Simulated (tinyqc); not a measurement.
Bulk transistor, scale length and short-channel effects: two steps of the calculation.

A gate, an insulator of thickness ti and a depleted layer of depth ts on a conducting body. Below threshold the potential that source and drain add obeys Laplace's equation and vanishes on the gate and at the bottom of the depleted layer. Its lowest mode decays along the channel as exp(-k y); k is the smallest positive root of the matching condition at the interface, and the scale length is Lambda = pi/k.

Inputs (values chosen for the exercise); permittivities: semiconductor close to that of indium arsenide, insulator close to that of hafnium oxide: relative permittivity of the semiconductor eps_r = 14.9; relative permittivity of the insulator ei = 22.9; insulator thickness ti = 4.9 nm; depletion depth ts = 10 nm.

Task 1. Scan of the matching condition. f(k) = eps_r sin(k ti) cos(k ts) + ei cos(k ti) sin(k ts).

k, point 0 to 7 (1/nm): 0.04375  0.0875  0.13125  0.175  0.21875  0.2625  0.30625  0.35

Wanted: f(k).

Result 1.

f(k), point 0 to 7: 12.351  19.956  20.000  12.736  1.372  -9.260  -14.690  -12.654

The first change of sign lies between k = 0.21875 and 0.2625 1/nm.

Task 2. Scale length against simple estimates. Lambda = pi/k and l = 1/k. A parabolic potential across the structure gives l(parabolic) = sqrt((eps_r/ei) ts ti).

k = 0.22384193 1/nm

Give: Lambda; l; l(parabolic).

Result 2.

Lambda = 14.035 nm
l = 4.4674 nm
l(parabolic) = 5.6464 nm

Numbers from tinyqc (`OMP_NUM_THREADS=1 python tinyqc.py 2420133 2420134 out.jsonl`; about 0.01 s on one thread of a shared Intel Xeon 2.30GHz).
